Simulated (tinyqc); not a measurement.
Free and trapped electrons in a MOS channel with a dense trap tail: two steps of the calculation.

p-type body, charge-sheet picture, full ionisation (an idealisation for deep acceptors), Boltzmann statistics for free electrons. e = Ec - EF at the surface. Acceptor-like traps of density D(E) = D0 + De exp(-E/Ew) at depth E below Ec, from 0 to Eu, hold n_t = integral of D(E)/(1 + exp((e - E)/Vt)). psi = Eg - Vt ln(Nv/Na) - e; N_dep = sqrt(2 eps0 eps_r Na (psi - Vt)/q); n_f = sqrt(N_dep^2 + 2 eps0 eps_r Vt Nc exp(-e/Vt)/q) - N_dep; Vg = Vfb + psi + q (N_dep + n_t + n_f)/Cox, Cox = eps0 eox/tox.

Parameters, values chosen for the exercise; band and dielectric values close to those of 4H silicon carbide: temperature T = 475 K; band gap Eg = 3.3 eV; relative permittivity eps_r = 9.64; conduction-band density of states at T Nc = 3.45e19 cm^-3; valence-band density of states at T Nv = 5.02e19 cm^-3; relative permittivity of the insulator eox = 3.9; insulator thickness tox = 52 nm; acceptor density Na = 1.1e16 cm^-3; flat-band voltage without trapped charge Vfb = -2.51 V; constant background density of acceptor-like traps D0 = 9.7e10 cm^-2 eV^-1; density of the tail at the conduction edge De = 4.1e13 cm^-2 eV^-1; decay energy of the tail Ew = 0.12 eV; depth below Ec down to which the traps reach Eu = 0.96 eV; mobility of free electrons mf = 170 cm^2/(V s); Ec - EF at the surface e = 0.173 eV.

Constants: q = 1.602176634e-19 C, kB = 1.380649e-23 J/K, Vt = kB T/q, eps0 = 8.8541878128e-14 F/cm where lengths are in cm. Results are converted to the units shown.

Question 1. Trapped charge. Trapezoid rule on 13 equal steps from 0 to Eu, f = 1/(1 + exp((e - E)/Vt)).

Wanted: E; D(E) f; n_t.

Answer 1.

```
point   E (eV)  D(E) f (cm^-2 eV^-1)
0            0              5.915e11
1      0.07385              1.813e12
2       0.1477              4.227e12
3       0.2215              5.031e12
4       0.2954              3.422e12
5       0.3692              1.971e12
6       0.4431              1.117e12
7       0.5169              6.489e11
8       0.5908              3.953e11
9       0.6646              2.582e11
10      0.7385              1.841e11
11      0.8123              1.441e11
12      0.8862              1.224e11
13      0.9600              1.108e11
```

n_t = 1.454e12 cm^-2

Question 2. Charges and gate voltage. psi, N_dep, n_f and Vg as defined, with the n_t given; free share n_f/(n_f + n_t); apparent mobility mf n_f/(n_f + n_t); gate voltage spent on traps q n_t/Cox.

n_t = 1.4537682e12 cm^-2

Find: psi; N_dep; n_f; Vg; free share; apparent mobility; gate voltage spent on traps.

Answer 2.

psi = 2.7821 V
N_dep = 5.6681e11 cm^-2
n_f = 1.6872e11 cm^-2
Vg = 5.5542 V
free share = 10.399 %
apparent mobility = 17.678 cm^2/(V s)
gate voltage spent on traps = 3.5075 V

Computed by the program tinyqc: `OMP_NUM_THREADS=1 python tinyqc.py 2222066 2222067 out.jsonl`, one thread of a shared Intel Xeon 2.30GHz, about 0.02 s for the whole run.
